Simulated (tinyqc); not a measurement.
Photoconductance decay in a wafer: bulk and surface recombination modes, and iron detection by pair splitting: one step, computed by the program tinyqc. Command: `OMP_NUM_THREADS=1 python tinyqc.py 3110113 3110114 out.jsonl pcd walk`. One thread of a shared host (Intel(R) Xeon(R) Processor @ 2.30GHz), about 0.01 s of CPU time with the checks.

Both faces of the wafer have the same S; injection is low and all coefficients are constant. x runs from -W/2 to W/2.

Task: Effective lifetime. Even modes cos(a x) obey b tan b = S W/(2 D) with b = a W/2, odd modes sin(a x) obey -b cot b = S W/(2 D); each decays at the rate 1/tau_b + D a^2. tau_eff is the decay time of the first mode. The surface time is 1/(D a^2) of that mode; shortcuts for it are W/(2 S), W^2/(pi^2 D) and their sum, whose error is sum/surface time - 1.

Inputs (values chosen for the exercise, modelled on p-type silicon): thickness W = 300 micrometre; diffusivity D = 26.5 cm^2/s; bulk lifetime tau_b without iron = 8.3 microsecond; surface recombination velocity S = 16000 cm/s.

Give: tau_eff; surface time; W/(2 S); W^2/(pi^2 D); error of the sum; tau_eff/tau_b.

Result:

tau_eff = 2.805 microsecond

surface time = 4.236 microsecond

W/(2 S) = 0.9375 microsecond

W^2/(pi^2 D) = 3.441 microsecond

error of the sum = 3.362 %

tau_eff/tau_b = 0.3379

The surfaces are fast, and diffusion to them sets the surface time. tau_eff is only 0.34 of tau_b, so it understates the bulk lifetime.
